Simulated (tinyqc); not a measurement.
Far from Gamma: eight-band Kane k.p model.

Eight-band Kane model, basis S, X, Y, Z times spin, zero of energy at the top of the unstrained valence band, c = hbar^2/2m0. Within each spin: H_SS = Eg + A c k^2, H_SX = i P kx (likewise Y, Z), H_XX = -Dso/3 + L kx^2 + M (ky^2 + kz^2), H_XY = N kx ky, and cyclic. Spin-orbit term (Dso/3) L.sigma on X, Y, Z with (L_k)_ij = -i epsilon_kij: <X+|H|Y+> = -i Dso/3, <X+|H|Z-> = Dso/3, <Y+|H|Z-> = -i Dso/3, <Z+|H|X-> = -Dso/3, <Z+|H|Y-> = i Dso/3, <X-|H|Y-> = i Dso/3, and their conjugates; + and - are the spin along z. Terms from inversion asymmetry are left out, so every level is twofold.

P = sqrt(Ep c); A = 1/me - Ep (Eg + 2 Dso/3)/(Eg (Eg + Dso)) keeps the electron mass; g1' = g1 - Ep/(3 Eg), g2' = g2 - Ep/(6 Eg), g3' = g3 - Ep/(6 Eg) remove the coupling to S that the Luttinger values already hold; L = -c (g1' + 4 g2'), M = -c (g1' - 2 g2'), N = -6 c g3'.

Constants: hbar^2/2m0 = 3.80998211 eV angstrom^2.

Values chosen for the exercise (near those of Ge; the results hold for these values, not for the real material):
```
symbol  value   unit  meaning
Eg      0.915   eV    gap at Gamma to the s-like level
Dso     0.3     eV    spin-orbit splitting
Ep      25.2    eV    Kane energy
me      0.0363  m0    electron mass at Gamma
g1      13.26         Luttinger gamma1
g2      4.22          gamma2
g3      5.7           gamma3
```

Pairs 3 and 4 along [100] out to 3.2 1/angstrom, beyond the zone edge but about the reach pi/h of a grid with h = 1 angstrom, with Ep as given and with Ep rescaled so that A = 1: Ep = (1/me - 1) Eg (Eg + Dso)/(Eg + 2 Dso/3). Crossings of E = Eg/2 are found on a scan of 320 points from 0.05 to 3.2 and refined by bisection.

Levels (eV):
```
kx (1/angstrom)    pair 3  pair 4  pair 3, rescaled  pair 4, rescaled
0.0                 0.000   0.915             0.000             0.915
0.4                -2.938   4.706            -2.938             4.531
0.8               -10.130  10.162            -8.494             8.800
1.2               -18.669  17.703           -13.896            13.556
1.6               -30.072  27.717           -20.257            19.017
2.0               -44.504  40.366           -27.742            25.345
2.4               -62.037  55.719           -36.463            32.653
2.8               -82.700  73.806           -46.497            41.016
3.2              -106.511  94.645           -57.895            50.486
```

A (a pure number) and L (eV angstrom^2) as given: 2.274  -9.902

rescaled Ep = 26.47 eV

A and L rescaled: 1.000  -4.613

Crossings of mid-gap:
```
set       number  first kx (1/angstrom)
as given       0                      -
rescaled       0                      -
```

Is the parameter set safe for a calculation on a fine real-space grid?

Along this line and up to 3.2 1/angstrom, yes: no level crosses the middle of the gap. At large kx the S and X states dominate and (A c k^2)(L k^2) - P^2 k^2 must vanish for a state in the gap, which needs A L > 0, near k = P/sqrt(A c L); here A = 2.274 and L = -9.902 have opposite signs. In the rerun with Ep = 26.47 eV, A = 1.000 and L = -4.613 have opposite signs, and no level crosses. Electron, heavy- and light-hole masses at Gamma are the same for both sets.

Run: tinyqc, `OMP_NUM_THREADS=1 python tinyqc.py 1081280 1081281 out.jsonl`; Intel(R) Xeon(R) Processor @ 2.30GHz, one thread, shared host; about 0.05 s of CPU time with all checks.
